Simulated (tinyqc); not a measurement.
# MOSFET in saturation, small-signal circuit and noise: what changes with what

Bias by the inversion coefficient IC = I/Ispec (charge-based model with velocity saturation; weak inversion below 0.1, strong above 10). Common-source circuit: gm, gds, Cgs, Cgd and Cj at the inner nodes, Rg in series with the gate; quasi-static, no source or drain resistance, no gate-body capacitance, no substrate network, no induced gate noise, so fmax is an upper estimate.

Values chosen for this exercise:
```
symbol   value         unit                                   meaning
T          400            K                               temperature
L          130           nm                               gate length
W           10           um                          total gate width
Cox       1.72      uF/cm^2                          gate capacitance
mu         120   cm^2/(V s)                                  mobility
n         1.24                                           slope factor
Ls          10           nm                velocity-saturation length
sg       0.017                                           ratio gds/gm
Cov       0.38        fF/um   overlap and fringe capacitance per side
Cj        0.47        fF/um                drain junction capacitance
Rsh         20          ohm              sheet resistance of the gate
Wf           1           um                              finger width
Rc         300       ohm um      gate contact and vertical resistance
IC        0.15                                  inversion coefficient
gw        0.13               short-channel excess of the noise factor
Nt      5.8e17  cm^-3 eV^-1                        oxide trap density
lt         0.1           nm          tunnelling length into the oxide
ac        1000        V s/C            Coulomb scattering coefficient
```

Constants: q = 1.602176634e-19 C, kB = 1.380649e-23 J/K, Vt = kB T/q. Results are converted to the units shown.

Each table varies one quantity; the others keep the values above.

## From weak to strong inversion

Ispec = 2 n mu Cox (W/L) Vt^2, lc = Ls/L, gms = [sqrt((lc IC + 1)^2 + 4 IC) - 1]/[2 + lc (lc IC + 1)], gm = gms Ispec/(n Vt), gds = sg gm. qs = [sqrt(1 + 4 IC) - 1]/2, Cgs = Cox W L qs (2 qs + 3)/(3 (qs + 1)^2) + Cov W, Cgd = Cov W, Cd = Cj W, Rg = Rsh (Wf/L)/(12 Nf) + Rc/W with Nf = W/Wf fingers (not rounded) contacted at both ends. fT = gm/(2 pi (Cgs + Cgd)), fmax = fT/(2 sqrt(Rg (gds + 2 pi fT Cgd))). The last column is the figure of merit (gm/I) fT.

From weak to strong inversion:
```
IC     I (uA)  gm/I (1/V)  fT (GHz)  fmax (GHz)  (gm/I) fT (THz/V)
0.01  0.46783      23.158   0.22053      8.4453          0.0051071
0.03   1.4035      22.708   0.61653      14.108           0.014000
0.1    4.6783      21.366    1.6881      23.285           0.036068
0.3    14.035      18.717    3.5829      33.760           0.067062
1      46.783      14.283    7.0645      47.068            0.10090
3      140.35      9.9640    12.459      62.141            0.12414
10     467.83      6.0978    22.759      83.629            0.13878
30     1403.5      3.6125    38.320      108.27            0.13843
100    4678.3      1.8242    62.504      138.09            0.11402
```

What does the table show?

The efficiency gm/I falls from 23.2 to 1.82 1/V while fT rises from 0.221 to 62.5 GHz; fT goes as IC^(0.94) at the start and IC^(0.41) at the end (1/2 for a long channel, 0 at full velocity saturation, which sets in near IC = 1/lc^2 = 169). Their product goes from 0.00511 through a maximum of 0.139 (at IC = 10 among the rows listed) to 0.114 THz/V. For IC = 0.01 to 3 fmax exceeds 4 fT, where channel resistance and substrate losses, left out here, would cap it.

## Effect of the finger width on speed and noise

Channel noise Sid = 4 kB T gam n gm with gam = (1/2 + (2/3) qs)/(1 + qs) + gw lc IC, qs = [sqrt(1 + 4 IC) - 1]/2, lc = Ls/L (the last term an empirical rise with velocity saturation); at the gate, white noise Sw = Sid/gm^2 + 4 kB T Rg. Number fluctuation with correlated mobility: S(f) = K/f, K = q^2 Vt lt Nt/(W L Cox^2) (1 + ac mu Cox I/gm)^2, Vt in eV with Nt per eV. Corner fc = K/Sw. IC is held fixed.

The same in every row: I (uA) = 7.0174; fT (GHz) = 2.2719.

Effect of the finger width on speed and noise:
```
Wf (um)  Rg (ohm)  fmax (GHz)  sqrt(Sw) (nV/Hz^0.5)  fc (MHz)
0.25       30.080      27.506                9.9760    1.3679
0.5        30.321      27.397                9.9762    1.3678
1          31.282      26.973                9.9773    1.3675
2          35.128      25.453                9.9816    1.3663
4          50.513      21.226                9.9986    1.3617
8          112.05      14.252                10.066    1.3434
```

What does the comparison show?

As Wf goes from 0.25 to 8 um, fT stays at 2.27 GHz, fmax falls from 27.5 to 14.3 GHz, the white noise rises from 9.98 to 10.1 nV/Hz^0.5 and the corner falls from 1.37 to 1.34 MHz. The finger width leaves fT alone and acts through Rg, whose sheet part goes as Wf^2. In every row fmax exceeds 4 fT, where channel resistance and substrate losses, left out here, would cap it.

tinyqc, about 0.01 s, one thread, Intel Xeon 2.30GHz (shared host): `OMP_NUM_THREADS=1 python tinyqc.py 2150058 2150059 out.jsonl`
